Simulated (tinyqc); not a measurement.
The 3-omega method: a line heater on a substrate with a thin film: one step, computed by the program tinyqc. Command: `OMP_NUM_THREADS=1 python tinyqc.py 3011645 3011646 out.jsonl threeomega walk`. One thread of a shared host (Intel(R) Xeon(R) Processor @ 2.30GHz), about 0.01 s of CPU time with the checks.

A current at angular frequency omega = 2 pi f heats the line at 2 omega with the amplitude P per length; the temperature swing Delta T at 2 omega gives a voltage at 3 omega. The substrate is taken as semi-infinite and isotropic, and the heat capacity of heater and film is left out.

Problem. Conductivity from the slope. Delta T_s = (P/(pi kappa)) int_0^infinity (sin x/x)^2 / sqrt(x^2 + (q b)^2) dx with (q b)^2 = i |q b|^2, averaged over the heater width (12 Gauss-Legendre points on each of the pieces 0, 14 log-spaced edges from 1e-5 to 1, and multiples of pi to 40 pi; the tail adds 1/(4 (40 pi)^2)). Take the in-phase swing at f and at 2f; in the narrow-line limit kappa = P ln 2/(2 pi [Delta T(f) - Delta T(2f)]), whatever the film and the heater width.

Inputs (values chosen for the exercise, modelled on a silicon-germanium alloy on gallium oxide):
```
quantity                      value           unit
substrate conductivity kappa   23.2        W/(m K)
substrate heat capacity C      3.24  1e6 J/(m^3 K)
heater half-width b             9.9     micrometre
power amplitude per length P    6.2            W/m
current frequency f             160             Hz
```

in-phase Delta T_s = 0.2316130 K

Give: in-phase Delta T_s at 2f; kappa from the slope; error of the slope method.

Solution.

in-phase Delta T_s at 2f = 0.2024 K

kappa from the slope = 23.44 W/(m K)

error of the slope method = 1.021 %
